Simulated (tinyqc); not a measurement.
# Electron mobility in a silicon inversion layer, empirical terms and Matthiessen rule: effect of the temperature

Inversion layer of sheet density Ns on a uniformly doped body. The mobility terms are empirical power laws with prefactors chosen for the exercise; adding their inverses (Matthiessen) is itself an approximation.

Nc and Nv are given at 300 K and scale as (T/300 K)^1.5; Eg is fixed. ni = sqrt(Nc Nv) exp(-Eg/(2 Vt)), Eg in volts; Ndep = sqrt(2 eps0 eps_r Nb (2 Vt ln(Nb/ni) + Vsb)/q); E = q (Ndep + eta Ns)/(eps0 eps_r), in MV/cm. With t = T/(300 K): muC = Ac (Ns/1e12 cm^-2) t/(Nb/1e17 cm^-3 + Nit/1e11 cm^-2), muP = Ap E^(-1/3) t^(-1.75), muS = As E^(-gs); 1/mu is the sum of the inverses.

Inputs (values chosen for the exercise); material values close to those of silicon: band gap Eg = 1.11 eV; relative permittivity of the semiconductor eps_r = 11.6; conduction-band density of states at the reference temperature Nc = 2.76e19 cm^-3; valence-band density of states at the reference temperature Nv = 2.67e19 cm^-3; body doping Nb = 1.4e18 cm^-3; reverse body bias Vsb = 0.6 V; weight of the inversion charge in the effective field eta = 0.5; phonon-limited mobility at 1 MV/cm and 300 K Ap = 385 cm^2/(V s); roughness-limited mobility at 1 MV/cm As = 1260 cm^2/(V s); exponent of the roughness term gs = 2; Coulomb prefactor Ac = 2900 cm^2/(V s); charge at the interface Nit = 2.8e11 cm^-2; inversion density Ns = 6.2e12 cm^-2.

Constants: q = 1.602176634e-19 C, kB = 1.380649e-23 J/K, Vt = kB T/q, eps0 = 8.8541878128e-14 F/cm where lengths are in cm. Results are converted to the units shown.

Results:
```
T (K),E (MV/cm),muC (cm^2/(V s)),muP (cm^2/(V s)),muS (cm^2/(V s)),mu (cm^2/(V s))
120,1.339,428.1,1736,702.3,230.6
160,1.334,570.8,1051,708.5,243.0
200,1.327,713.5,712.3,715.5,237.9
250,1.318,891.9,483.1,725.3,218.8
300,1.308,1070,352.0,736.3,194.8
350,1.298,1249,269.5,748.3,171.0
450,1.275,1605,174.6,775.5,130.9
```

Estimate the missing row, T = 400 K.

Computed row:
```
T (K),E (MV/cm),muC (cm^2/(V s)),muP (cm^2/(V s)),muS (cm^2/(V s)),mu (cm^2/(V s))
400,1.286,1427,214.0,761.3,149.5
```

With this row back in the table: As T goes from 120 to 450 K, E falls from 1.34 to 1.27 MV/cm and mu goes from 231 through a maximum of 243 (at T = 160 K among the rows listed) to 131 cm^2/(V s). The smallest term is the Coulomb one in the first row and the phonon one in the last. Coulomb scattering weakens and phonon scattering grows with T, hence the maximum. For T = 120 to 160 K dopant freeze-out and degenerate screening, left out here, matter.

Program tinyqc, `OMP_NUM_THREADS=1 python tinyqc.py 2510170 2510171 out.jsonl`; Intel Xeon 2.30GHz, shared host, one thread, about 0.01 s.
